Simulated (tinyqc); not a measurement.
Classical Heisenberg spin chain: exact results, Metropolis, heat-bath and over-relaxation steps, and a Monte Carlo run: one step, computed by the program tinyqc. Command: `OMP_NUM_THREADS=1 python tinyqc.py 3130057 3130058 out.jsonl heismc walk`. One thread of a shared host (Intel(R) Xeon(R) Processor @ 2.30GHz), about 0.2 s of CPU time with the checks.

E = -J sum_i s_i . s_(i+1) for unit vectors s_i on an open chain; K = J/(k_B T).

Task: Exact results. Each bond angle is independent, so u = <s_i . s_(i+1)> = coth K - 1/K, <s_i . s_(i+n)> = u^n, correlation length xi = -1/ln|u|, energy per bond -J u, heat capacity per bond c/k_B = 1 - K^2/sinh^2 K, and for the long chain chi = mu^2 (1 + u)/(3 k_B T (1 - u)) per spin.

Inputs (values chosen for the exercise, for a model chain of large moments): coupling J = 26 meV; temperature T = 664 K; moment mu = 4.7 mu_B.

Constants: k_B = 8.617333262e-05 eV/K; mu_B = 5.7883818060e-05 eV/T.

Give: K; u; xi; energy per bond; heat capacity; chi over the Curie value; chi.

Result:

K = 0.4544

u = 0.1494

xi = 0.5260 sites

energy per bond = -3.885 meV

heat capacity = 0.06607 k_B/bond

chi over the Curie value = 1.351

chi = 0.01007 mu_B/T per spin

For |K| << 1, u = K/3 = 0.1515.
